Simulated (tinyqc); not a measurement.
Which pair of peaks is best: composition and strain of an epitaxial Si(1-x)Ge(x) layer from Raman and X-ray peaks. Computed by tinyqc, a small Python program. Command: `OMP_NUM_THREADS=1 python tinyqc.py 3003984 3003985 out.jsonl epiraman walk`. One thread of a shared host (Intel(R) Xeon(R) Processor @ 2.30GHz), about 0.01 s of CPU time with the checks.

A (001) layer, biaxially strained in the plane. The Raman peaks follow empirical lines omega = w0 + c1 x + c3 x^3 + b eps (c3 for Si-Ge alone), with eps the in-plane strain.

Inputs (values chosen for the exercise, modelled on silicon-germanium):
```
quantity                     value  unit
Ge fraction x                 0.15     -
Si-Si: c1                    -65.9  1/cm
Si-Si: strain coefficient b   -682  1/cm
Si-Ge: c1                     24.2  1/cm
Si-Ge: c3                    -35.4  1/cm
Si-Ge: strain coefficient b   -546  1/cm
Ge-Ge: c1                     19.2  1/cm
Ge-Ge: strain coefficient b   -433  1/cm
uncertainty of a Raman peak    0.2  1/cm
```

Substrate: silicon.

Method. For each pair invert J = [d omega/dx, d omega/d eps] at the true x. Independent errors of the given size in both peaks give sigma_x and sigma_eps = uncertainty x (norm of the rows of the inverse of J).

Error propagation:
```
pair               det J    sigma_x  sigma_eps (per mille)
Si-Si and Si-Ge   50.856  0.0034357                0.27299
Si-Si and Ge-Ge  41.6291  0.0038812                0.32977
Si-Ge and Ge-Ge   1.0393    0.13411                 5.5920
```

What does the comparison show, and why?

The pair Si-Si and Si-Ge fixes x best (sigma_x = 0.0034) and Si-Ge and Ge-Ge worst (0.13), a factor 39. Strain moves all peaks the same way, so a good pair needs different ratios of composition slope to strain coefficient, best of opposite sign; the slopes here are -65.9, 21.8 and 19.2 per cm for Si-Si, Si-Ge and Ge-Ge. Errors in the coefficients themselves are not counted.

Extremes, crossings and ranges named in words are read from the listed rows.
